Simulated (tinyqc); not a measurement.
Mobility of a non-polar semiconductor in the relaxation-time approximation: one step, computed by the program tinyqc.

Each valley is treated as a sphere of mass m_d for states and rates, with one isotropic relaxation time; the conductivity mass m_c sets the current.

Problem. Fermi level and screening. Parabolic band: E = hbar^2 k^2/(2 m), speed v = hbar k/m, states per spin, volume and energy g(E) = m k/(2 pi^2 hbar^2). Here m = m_d. Masses are multiplied by m_0 and all formulas are in SI units. The reduced Fermi level eta = E_F/(k_B T) solves n = 2 Z int g f dE with f = 1/(1 + exp(x - eta)) (Z = 1 unless valleys are given); screening length L_s = sqrt(eps_s eps_0 k_B T/(e^2 dn/deta)), dn/deta = 2 Z int g f (1 - f) dE. Integrals over x = E/(k_B T) use 160 Gauss-Legendre points in u = sqrt(x) from 0 to sqrt(max(eta, 0) + 32).

Inputs (values chosen for the exercise, for a model non-polar semiconductor):

| quantity | value | unit |
|---|---|---|
| equivalent valleys Z | 4 | - |
| static permittivity eps_s | 11.5 | - |
| carrier density n | 6.8e+16 | 1/cm^3 |
| temperature T | 77 | K |

Band: parabolic. Impurity formula: Brooks-Herring. Further scattering: alloy.

density-of-states mass m_d = 0.3761947 m_0

Constants: k_B = 8.617333262e-05 eV/K; m_0 = 9.1093837015e-31 kg; e = 1.602176634e-19 C; hbar = 1.054571817e-34 J s; eps_0 = 8.8541878128e-12 F/m; k_B = 1.380649e-23 J/K.

Give: reduced Fermi level eta; screening length L_s.

Solution.

reduced Fermi level eta = -3.783

screening length L_s = 7.906 nm

The gas is non-degenerate (eta < -2), and L_s is close to the Debye length.
